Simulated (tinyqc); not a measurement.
Hall effect and magnetoresistance of several carrier groups with constant relaxation times: one step, computed by the program tinyqc.

Group 1 has charge -e and group 2 charge -e; s_i is that sign. B lies along z; mu B is formed with mu in m^2/(V s).

Question. Limits of weak and strong field. Weak field: R_H(0) = sum s_i n_i mu_i^2/(e (sum n_i mu_i)^2); MR = c B^2 with c = n1 n2 mu1 mu2 (s1 mu1 - s2 mu2)^2/(n1 mu1 + n2 mu2)^2. Strong field: R_H = 1/(e sum s_i n_i); rho_xx saturates at (n1/mu1 + n2/mu2)/(e (sum s_i n_i)^2).

Inputs (values chosen for the exercise, for a model conductor):
```
quantity,value,unit
density n1,7.4e+11,1/cm^2
mobility mu1,51000,cm^2/(V s)
density n2,5.4e+10,1/cm^2
mobility mu2,11000,cm^2/(V s)
magnetic field B,9.3,T
```

Carriers: two electron groups. Densities: per area (a thin layer).

Constants: e = 1.602176634e-19 C.

Give: R_H at weak field; coefficient c; R_H at strong field; saturation MR.

Answer.

R_H at weak field = -8.203e+06 cm^2/C

coefficient c = 0.2441 1/T^2

R_H at strong field = -7.861e+06 cm^2/C

saturation MR = 18.08 %

R_H keeps its sign, and its size changes by a factor 0.958 from weak to strong field. Caution: mu B is well above 1, where Landau quantisation, left out here, shows at low temperature.
